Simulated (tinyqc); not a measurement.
Well width from the intersubband spacing.

Inverse problem. In an empty well of width L and depth Vb, level k solves kw L/2 = (k - 1) pi/2 + arctan(sqrt((mw/mb)(Vb - E)/E)) with kw = sqrt(mw E/C), C = hbar^2/(2 m0). Find L, E1 and E2 from the spacing.

Parameters, values chosen for the exercise; material values close to those of GaAs in AlGaAs:

| symbol | value | unit | meaning |
|---|---|---|---|
| mw | 0.0681 | m0 | mass along z in the well |
| mb | 0.0901 | m0 | mass along z in the barriers |
| Vb | 0.251 | eV | barrier height |

Constants: q = 1.602176634e-19 C, hbar = 1.054571817e-34 J s, m0 = 9.1093837015e-31 kg, hbar^2/(2 m0) = 0.0380998212 eV nm^2. Results are converted to the units shown.

E2 - E1 = 97.588859 meV

Answer. Both levels are solved for trial widths until their difference matches. A second level is bound only for L above 4.69 nm, and over that range one width gives this spacing.

L = 9.350 nm
E1 = 33.62 meV
E2 = 131.2 meV

Computed by the program tinyqc: `OMP_NUM_THREADS=1 python tinyqc.py 2140070 2140071 out.jsonl`, one thread of a shared Intel Xeon 2.30GHz, about 0.09 s for the whole run.
